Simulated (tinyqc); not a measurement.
Debye-Callaway model of lattice thermal conductivity: one step, computed by the program tinyqc.

Three acoustic branches with one velocity v, cut at omega_D = k_B Theta/hbar; x = hbar omega/(k_B T). v and Theta are separate inputs: Theta cuts off the heat-carrying modes, so C need not reach 3 k_B/V. gamma is an effective value that sets the umklapp rate.

Problem. Scattering rates at one frequency. Rates: point defects A omega^4; umklapp B omega^2 T exp(-Theta/(b T)) with B = hbar gamma^2/(M v^2 Theta). Boundaries: v/L. The resistive time is tau_R = 1/(boundary + point-defect + umklapp rates), and the free path is v tau_R.

Inputs (values chosen for the exercise, modelled on indium phosphide): sound velocity v = 3340 m/s; Debye temperature Theta = 327 K; mean atomic mass M = 72.9 u; effective Grueneisen parameter gamma = 1.76; umklapp exponent divisor b = 2; Casimir length L = 1500 micrometre; temperature T = 20 K; probe frequency omega/omega_D = 0.29.

Sample: crystal. Point defects: isotopes. Normal processes: left out.

Rayleigh coefficient A = 7.024487e-46 s^3

Constants: k_B = 1.380649e-23 J/K; hbar = 1.054571817e-34 J s; u = 1.6605390666e-27 kg.

Give: omega; Rates; tau_R; free path.

Solution.

omega = 1.242e+13 rad/s

Rates:
```
process        rate (1/s)  rate x tau_R
boundaries      2.227e+06        0.1139
point defects   1.669e+07        0.8533
umklapp         6.422e+05       0.03284
```

tau_R = 5.113e-08 s

free path = 1.708e+05 nm

The strongest resistive process at this frequency: point defects, 85 % of the resistive rate.
